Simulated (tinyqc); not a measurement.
One-diode model of a solar cell: two steps of the calculation.

J is the current delivered and Vj = V + J Rs the junction voltage. J = X JL - J01 (exp(Vj/(n1 Vt)) - 1) - Vj/Rp. The photocurrent does not depend on voltage.

Parameters, values chosen for the exercise; values of the order met in cells of germanium: temperature T = 300 K; photocurrent at one sun JL = 44.1 mA/cm^2; concentration X = 10 suns; saturation current of the diode J01 = 0.00081 A/cm^2; ideality factor of the diode n1 = 1.67; series resistance Rs = 0.096 ohm cm^2; shunt resistance Rp = 4000 ohm cm^2; incident power at one sun Pin = 100 mW/cm^2.

Constants: q = 1.602176634e-19 C, kB = 1.380649e-23 J/K, Vt = kB T/q. Results are converted to the units shown.

Task 1. New Vj. Maximum power: dP/dVj = f = J (1 + 2 Rs G) - G Vj = 0. G = -dJ/dVj = J01 exp(Vj/(n1 Vt))/(n1 Vt) + 1/Rp. H = dG/dVj; f' = -2 G - 2 Rs G^2 + (2 Rs J - Vj) H; Vj(new) = Vj - f/f'.

Vj after iteration 1 = 0.22016962 V

Give: J; G; H; f; f'; Vj after iteration 2.

Result 1.

J = 308.9 mA/cm^2
G = 3.077 S/cm^2
H = 71.26 S/(cm^2 V)
f = -186.0 mA/cm^2
f' = -19.43 S/cm^2
Vj after iteration 2 = 0.2106 V

Task 2. Figures of merit. Jsc at V = 0, Voc at J = 0, the maximum power point where J (1 + 2 Rs G) = G Vj with G = -dJ/dVj; FF = Vmp Jmp/(Voc Jsc); efficiency Vmp Jmp/(X Pin). Empirical fill factor without parasitics FF0 = (v - ln(v + 0.72))/(v + 1), v = Voc/(n1 Vt).

Find: Jsc; Voc; Vmp; Jmp; FF; efficiency; FF0.

Result 2.

Jsc = 439.6 mA/cm^2
Voc = 0.2721 V
Vmp = 0.1762 V
Jmp = 339.7 mA/cm^2
FF = 0.5004
efficiency = 5.985 %
FF0 = 0.5961

FF is 16 % below FF0. Removing one loss at a time changes the efficiency by: series resistance +1.19, shunt +0.00 points.

Program tinyqc, `OMP_NUM_THREADS=1 python tinyqc.py 2280121 2280122 out.jsonl`; Intel Xeon 2.30GHz, shared host, one thread, about 0.01 s.
